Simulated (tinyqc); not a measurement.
Position of the donor: hydrogenic donor in a hard-walled well (variational).

Trial function cos(pi z/L) exp(-r/lam), r measured from the donor at zi, walls at +/- L/2, one eps everywhere. Counted from the lowest subband, E(lam) = c/(m lam^2) - (q/eps) I0/I1, with I0 the integral of cos^2(pi z/L) exp(-2|z - zi|/lam) over the well and I1 the same with the factor (|z - zi| + lam/2); c = hbar^2/2m0, q = e^2/(4 pi eps0). The binding energy is -E at the minimum.

Constants: hbar^2/2m0 = 3.80998211 eV angstrom^2; e^2/(4 pi eps0) = 14.39964547 eV angstrom.

Parameters, chosen for this exercise (out of a larger set: near those of Ge, with one mean mass; not measured data):

| symbol | value | unit | meaning |
|---|---|---|---|
| m | 0.122 | m0 | mass |
| eps | 15.8 |  | dielectric constant |
| L | 248 | angstrom | well width |

Ry* = 6.6492 meV

Fixed width; zi from the centre to the wall.

Binding:

| 2 zi/L | zi (angstrom) | lam (angstrom) | binding (meV) | in Ry* |
|---|---|---|---|---|
| 0.0 | 0.0 | 71.1 | 9.48 | 1.425 |
| 0.2 | 24.8 | 71.4 | 9.17 | 1.380 |
| 0.4 | 49.6 | 73.1 | 8.23 | 1.238 |
| 0.8 | 99.2 | 107.7 | 4.98 | 0.748 |
| 0.9 | 111.6 | 125.1 | 4.35 | 0.654 |
| 1.0 | 124.0 | 141.3 | 3.88 | 0.584 |

Give the missing row, 2 zi/L = 0.6.

Computed row:
```
2 zi/L  zi (angstrom)  lam (angstrom)  binding (meV)  in Ry*
0.6              74.4            81.5           6.66   1.001
```

Uniform doping spreads the level over 5.59 meV, from 9.48 at the centre to 3.88 at the wall, while lam grows by 99 %. The slope is flat at the centre, which gives a peak in the density of donor states there, and steepest between 2 zi/L = 0.6 and 0.8.

Program tinyqc; command `OMP_NUM_THREADS=1 python tinyqc.py 1251342 1251343 out.jsonl`; about 0.02 s on one thread of a shared Intel(R) Xeon(R) Processor @ 2.30GHz.
